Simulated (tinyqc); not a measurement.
Metal-interlayer-semiconductor contact, depinning against tunnelling resistance: two steps of the calculation.

Zero bias, n-type semiconductor. Gap states at the semiconductor surface thin out as exp(-be ti), which unpins the barrier; electrons must then cross the interlayer (a rectangular barrier, no voltage drop across it) and the parabolic depleted layer, both by WKB. Energies E are counted from the Fermi level; no image force, parabolic bands.

Inputs (values chosen for the exercise); semiconductor values close to those of germanium; interlayer mass of the order of that in lanthanum oxide, offset chosen freely:

| symbol | value | unit | meaning |
|---|---|---|---|
| T | 400 | K | temperature |
| Eg | 0.675 | eV | band gap |
| eps_r | 16.6 |  | relative permittivity |
| chi | 4.06 | eV | electron affinity |
| Nc | 1.6e19 | cm^-3 | conduction-band density of states at T |
| mt | 0.118 | m0 | tunnelling mass in the semiconductor |
| mA | 1.07 | m0 | Richardson mass |
| Nd | 4.2e18 | cm^-3 | donor density |
| E0 | 0.087 | eV | charge-neutrality level above the valence band |
| S0 | 0.049 |  | pinning factor without interlayer |
| phiM | 4.29 | eV | metal work function |
| ti | 0.4 | nm | interlayer thickness |
| dE | 2.13 | eV | conduction-band offset of the interlayer above the semiconductor |
| mi | 0.29 | m0 | tunnelling mass in the interlayer |
| be | 4.3 | 1/nm | decay constant of gap states through the interlayer |

Constants: q = 1.602176634e-19 C, kB = 1.380649e-23 J/K, eps0 = 8.8541878128e-12 F/m, hbar = 1.054571817e-34 J s, h = 6.62607015e-34 J s, m0 = 9.1093837015e-31 kg, Vt = kB T/q, hbar^2/(2 m0) = 0.0380998212 eV nm^2. Results are converted to the units shown.

Problem 1. Pinning, barrier and scales. S = 1/(1 + (1/S0 - 1) exp(-be ti)); phiB = S (phiM - chi) + (1 - S)(Eg - E0); xi = Ec - EF deep inside, from Nd = Nc F(-xi/Vt), F(x) = (2/sqrt(pi)) int_0^infinity sqrt(u) du/(1 + exp(u - x)); band bending U = phiB - xi; E00 = (hbar/2) sqrt(Nd/(eps0 eps_r mt m0)) in volts; A = 4 pi q mA m0 kB^2/h^3.

Find: S; phiB; xi; U; E00; A.

Solution 1.

S = 0.2234
phiB = 0.5080 eV
xi = 0.04292 eV
U = 0.4651 eV
E00 = 0.02719 eV
A = 128.6 A/(cm^2 K^2)

Problem 2. Exponents and integrand on an energy grid. With U = phiB - xi: for xi < E < phiB, y = (E - xi)/U and G1 = (U/E00) [sqrt(1 - y) - y ln((1 + sqrt(1 - y))/sqrt(y))], G1 = 0 above phiB; G2 = 2 ti sqrt(mi max(phiB + dE - E, 0)/C), C = hbar^2/(2 m0); f = 1/(1 + exp(E/Vt)); integrand exp(-G1 - G2) f.

E, point 0 to 14 (eV): [0.05, 0.08857, 0.12714, 0.16571, 0.20429, 0.24286, 0.28143, 0.32, 0.35857, 0.39714, 0.43571, 0.47429, 0.51286, 0.55143, 0.59]
phiB = 0.50800617 eV
xi = 0.042915521 eV
E00 = 0.027186725 eV

Find: G1; G2; f; integrand.

Solution 2.

G1, point 0 to 14: [16.252, 13.176, 10.838, 8.871, 7.167, 5.676, 4.366, 3.222, 2.233, 1.398, 0.722, 0.226, 0.000, 0.000, 0.000]
G2, point 0 to 14: [3.5507, 3.5241, 3.4974, 3.4704, 3.4432, 3.4158, 3.3882, 3.3604, 3.3323, 3.3040, 3.2754, 3.2466, 3.2175, 3.1882, 3.1586]
f, point 0 to 14: [0.18991, 0.071125, 0.024399, 0.0081024, 0.0026601, 8.7040e-4, 2.8446e-4, 9.2926e-5, 3.0353e-5, 9.9141e-6, 3.2381e-6, 1.0573e-6, 3.4534e-7, 1.1279e-7, 3.6841e-8]
integrand, point 0 to 14 (in units of 1e-7): [0.0048, 0.0397, 0.1451, 0.3539, 0.6559, 0.9803, 1.2199, 1.2870, 1.1619, 0.8999, 0.5945, 0.3282, 0.1383, 0.0465, 0.0157]

tinyqc, about 0.03 s, one thread, Intel Xeon 2.30GHz (shared host): `OMP_NUM_THREADS=1 python tinyqc.py 2270131 2270132 out.jsonl`
